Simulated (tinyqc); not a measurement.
## p-type polysilicon, carrier trapping at grain boundaries: effect of the temperature

One-dimensional grains of size Lg, uniform ionised doping N, monovalent traps Qt at each boundary at a depth Et below (for electrons) or above (for holes) the band edge there, abrupt depletion of width W on each side of a boundary, Boltzmann statistics. xi is the distance from the band edge at the grain centre to the Fermi level. Trapped charge Qt/(1 + exp((xi + VB - Et)/Vt)) = 2 N W, barrier VB = q N W^2/(2 eps0 eps_r).

NB is given at 300 K and scales as (T/300 K)^1.5. If the trap equation with xi = Vt ln(NB/N) has a root W < Lg/2, the grain is partly depleted; otherwise W = Lg/2 and the trap equation gives xi = Et - VB + Vt ln(Qt/(N Lg) - 1). N* = Qt/Lg. n0 = NB exp(-xi/Vt); mean density n0 (1 - 2 W/Lg) by charge balance in a partly depleted grain, and n0 (sqrt(pi)/2) erf(u)/u with u = sqrt(VB/Vt) in a fully depleted one; v = sqrt(kB T/(2 pi ms m0)); barrier resistivity Vt exp(VB/Vt)/(q fe n0 v Lg); grain resistivity (1 - 2 W/Lg)/(q n0 mug); effective mobility 1/(q mean density total resistivity). Rows with xi above 0.45 V, towards mid-gap, are left out, since the other carrier type is ignored.

Inputs (values chosen for the exercise); values of the order met in polycrystalline silicon: relative permittivity eps_r = 11.7; valence-band density of states at the reference temperature NB = 2.65e19 cm^-3; grain size Lg = 32 nm; trap density of a grain boundary Qt = 1.8e12 cm^-2; depth of the trap level from the majority band edge at the boundary Et = 0.36 eV; mass for thermionic emission ms = 0.58 m0; correction factor of the emission rate fe = 1; mobility inside the grains mug = 170 cm^2/(V s); doping N = 2.4e18 cm^-3.

Constants: q = 1.602176634e-19 C, kB = 1.380649e-23 J/K, m0 = 9.1093837015e-31 kg, Vt = kB T/q, eps0 = 8.8541878128e-14 F/cm where lengths are in cm. Results are converted to the units shown.

The same in every row: N/N* = 4.267.

Result of one run:

| depleted share 2 W/Lg | VB (V) | xi (V) | mean density (cm^-3) | resistivity (ohm cm) | effective mobility (cm^2/(V s)) |
|---|---|---|---|---|---|
| 0.2343 | 0.02608 | 0.08299 | 1.838e18 | 0.02682 | 126.6 |

Which temperature T gave this result: 200, 240, 320, 360 or 400 K?

T = 360 K.

The whole series:

| T (K) | depleted share 2 W/Lg | VB (V) | xi (V) | mean density (cm^-3) | resistivity (ohm cm) | effective mobility (cm^2/(V s)) |
|---|---|---|---|---|---|---|
| 200 | 0.2344 | 0.02610 | 0.03091 | 1.838e18 | 0.03379 | 100.5 |
| 240 | 0.2344 | 0.02610 | 0.04275 | 1.838e18 | 0.03050 | 111.4 |
| 280 | 0.2344 | 0.02610 | 0.05545 | 1.838e18 | 0.02866 | 118.5 |
| 320 | 0.2344 | 0.02610 | 0.06890 | 1.838e18 | 0.02754 | 123.3 |
| 360 | 0.2343 | 0.02608 | 0.08299 | 1.838e18 | 0.02682 | 126.6 |
| 400 | 0.2341 | 0.02604 | 0.09766 | 1.838e18 | 0.02634 | 128.9 |
| 440 | 0.2337 | 0.02595 | 0.1128 | 1.839e18 | 0.02600 | 130.5 |

As T goes from 200 to 440, VB falls from 0.0261 to 0.0259 V, the resistivity falls from 0.0338 to 0.0260 ohm cm and the effective mobility rises from 101 to 131 cm^2/(V s). The activation energy kB ln(rho1/rho2)/(1/T1 - 1/T2) is 0.0106 eV between the first two rows and 0.00484 eV between the last two; mug is held fixed. For T = 200, 240, 280, 320 xi is under 2.5 Vt, where Boltzmann statistics begin to fail. For T = 320, 360, 400, 440 VB is below Vt, where abrupt depletion and thermionic emission are rough.

tinyqc, about 0.01 s, one thread, Intel Xeon 2.30GHz (shared host): `OMP_NUM_THREADS=1 python tinyqc.py 2830198 2830199 out.jsonl`
